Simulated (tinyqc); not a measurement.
Changing the equivalent oxide thickness t: ballistic transport through the one-dimensional subbands of a rectangular nanowire or nanosheet channel. Computed by tinyqc, a small Python program. Command: `OMP_NUM_THREADS=1 python tinyqc.py 3020064 3020065 out.jsonl wire sweep`. One thread of a shared host (Intel(R) Xeon(R) Processor @ 2.30GHz), about 0.07 s of CPU time with the checks.

Hard walls, parabolic subbands, transport along x. Energies are counted from the bulk conduction band edge at the top of the barrier, which the gate pulls down by U; the source Fermi level lies at the bulk edge when U = 0.

Inputs (values chosen for the exercise, modelled on silicon):
```
quantity                          value  unit
light mass m_t                     0.18   m_0
heavy mass m_l                    0.899   m_0
height a                            4.3    nm
width b                             4.9    nm
gate voltage above flat band V_G    0.9     V
drain voltage V_D                  0.05     V
temperature T                        77     K
```

Valleys: silicon [100] wire.

Constants: hbar^2/(2 m_0) = 3.80998212 eV angstrom^2; k_B = 8.617333262e-05 eV/K; m_0 = 9.1093837015e-31 kg; k_B = 1.380649e-23 J/K; hbar = 1.054571817e-34 J s; eps_0 = 8.8541878128e-12 F/m; e = 1.602176634e-19 C; h = 6.62607015e-34 J s.

Method:
- E_pq = (hbar^2 pi^2/2)(p^2/(m_y b^2) + q^2/(m_z a^2)); valley pairs: (m_x, m_y, m_z) = (m_t, m_t, m_l), (m_t, m_l, m_t), (m_l, m_t, m_t), each with degeneracy g = 2; the 10 lowest subbands are kept.
- F_j(eta) = (1/Gamma(j + 1)) int_0^infinity x^j/(1 + exp(x - eta)) dx, F_0 = ln(1 + exp(eta)). Integrals over x = E/(k_B T) use 160 Gauss-Legendre points in u = sqrt(x) from 0 to sqrt(max(eta, 0) + 32).
- With degeneracy g = 2, eta_i = (U - E_i)/(k_B T) and u = e V_D/(k_B T): line density n = sum_i g sqrt(2 m_x k_B T/pi)/(2 hbar) [F_-1/2(eta_i) + F_-1/2(eta_i - u)]; gate: e n = C_ox (V_G - U/e), C_ox = 3.9 eps_0 2 (a + b)/t (flat-plate estimate); I = (2 e k_B T/h) sum_i g [F_0(eta_i) - F_0(eta_i - u)].

One run for each value:
```
equivalent oxide thickness t (nm)  ballistic current I (microampere)  line density n (1/nm)  U (meV)
0.40                                                          45.447                 5.9345   301.42
0.57                                                          39.097                 4.4140   265.57
0.82                                                          36.276                 3.1990   238.53
1.20                                                          28.081                 2.2673   213.93
1.70                                                          21.396                 1.6394   197.24
2.40                                                          17.316                 1.1827   184.27
3.50                                                          14.215                 0.8257   171.30
5.00                                                          11.254                 0.5885   158.06
```

Over the rows, ballistic current I (microampere) falls from 45.4 to 11.3 (exponent d ln y / d ln x -0.42 between the first rows and -0.65 between the last); line density n (1/nm) falls from 5.93 to 0.588 (exponent d ln y / d ln x -0.84 between the first rows and -0.95 between the last); U (meV) falls from 301 to 158 (exponent d ln y / d ln x -0.36 between the first rows and -0.23 between the last). Thinning the oxide by a factor 12.5 raises n by 10.08 and the current by 4.04. The current lags the charge, since it counts the modes open within the bias window, not the carriers.
